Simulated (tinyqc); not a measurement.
Disorder broadening of a semi-elliptic band in the self-consistent Born approximation: two steps of the calculation.

The local Green function is G = g0(z - Sigma) with z = E + i eta and g0(z) = (z - sqrt(z - 2t) sqrt(z + 2t))/(2 t^2), principal roots; the self-energy is Sigma = D G. The density of states is -Im G/pi.

Inputs (values chosen for the exercise):
```
symbol,value,unit,meaning
t,1,eV,hopping
D,0.12,eV^2,variance of the random site energy
eta,0.03,eV,bare broadening
E,-1.844,eV,energy from the band centre
mix,1,,mixing
```

Constants: q = 1.602176634e-19 C, hbar = 1.054571817e-34 J s. Results are converted to the units shown.

Question 1. Born step. G = g0(z - Sigma), Sigma(out) = D G, Sigma(new) = Sigma + mix (Sigma(out) - Sigma).

Sigma after iteration 2 = -0.096461636-0.055600852i eV

Wanted: G; Sigma(out); Sigma after iteration 3.

Answer 1.

G = -0.79807-0.45125i 1/eV
Sigma(out) = -0.095769-0.054150i eV
Sigma after iteration 3 = -0.095769-0.054150i eV

Question 2. Density of states and lifetime. G = Sigma/D, density of states -Im G/pi, lifetime hbar/(2 |Im Sigma|); without disorder the density of states is -Im g0(z)/pi. Closed form: G = (z - sqrt(z^2 - 4 (t^2 + D)))/(2 (t^2 + D)) with the root that gives Im G < 0; for eta -> 0 a semi-ellipse of half-width 2 sqrt(t^2 + D).

converged Sigma = -0.095938480-0.054153194i eV

Find: density of states; lifetime; density of states without disorder.

Answer 2.

density of states = 0.1436 1/eV
lifetime = 6.077 fs
density of states without disorder = 0.1191 1/eV

Disorder makes the density of states at this energy 21 % above the clean value.

Range of the model: The self-consistent Born approximation misses band tails from rare fluctuations and localisation.

Program tinyqc, `OMP_NUM_THREADS=1 python tinyqc.py 2720039 2720040 out.jsonl`; Intel Xeon 2.30GHz, shared host, one thread, about 0.01 s.
